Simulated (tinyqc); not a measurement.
Free and nearly free electrons in a metal: one step. The sphere against the zone faces. Three cases, with inputs chosen for the exercise.

Question. Take G = (hkl) 2 pi/a for (110), (200) and (211), with the number of equivalent faces. The Bragg plane of G lies at |G|/2 with |G| = (2 pi/a) sqrt(h^2 + k^2 + l^2). Where kF exceeds it, the sphere cuts the plane in a circle of radius sqrt(kF^2 - G^2/4).

Case 1.

Values chosen (out of a larger set: near those of Na; not measured data): a = 4.227 angstrom (bcc lattice constant).

kF = 0.922114 1/angstrom

Case 2.

Values chosen (out of a larger set: near those of K; not measured data): a = 5.224 angstrom (bcc lattice constant).

kF = 0.746129 1/angstrom

Case 3.

Values chosen (out of a larger set: near those of Na; not measured data): a = 4.192 angstrom (bcc lattice constant).

kF = 0.929813 1/angstrom

Give: Distance and circle for each G.

Answer.

Case 1.

Distance and circle for each G:
```
G      faces  |G|/2 (1/angstrom)  kF/(|G|/2)  circle radius
(110)     12              1.0511      0.8773              -
(200)      6              1.4864      0.6204              -
(211)     24              1.8205      0.5065              -
```

Case 2.

Distance and circle for each G:
```
G      faces  |G|/2 (1/angstrom)  kF/(|G|/2)  circle radius
(110)     12              0.8505      0.8773              -
(200)      6              1.2028      0.6204              -
(211)     24              1.4731      0.5065              -
```

Case 3.

Distance and circle for each G:
```
G      faces  |G|/2 (1/angstrom)  kF/(|G|/2)  circle radius
(110)     12              1.0598      0.8773              -
(200)      6              1.4989      0.6204              -
(211)     24              1.8357      0.5065              -
```

The sphere stays inside the first zone; it reaches 0.877 of the way to the nearest faces.

Computed by tinyqc, one run a case: `OMP_NUM_THREADS=1 python tinyqc.py N N+1 out.jsonl` with N = 1651938, 1652004, 1652424; one thread of a shared Intel(R) Xeon(R) Processor @ 2.30GHz, about 0.01 s a run at most.
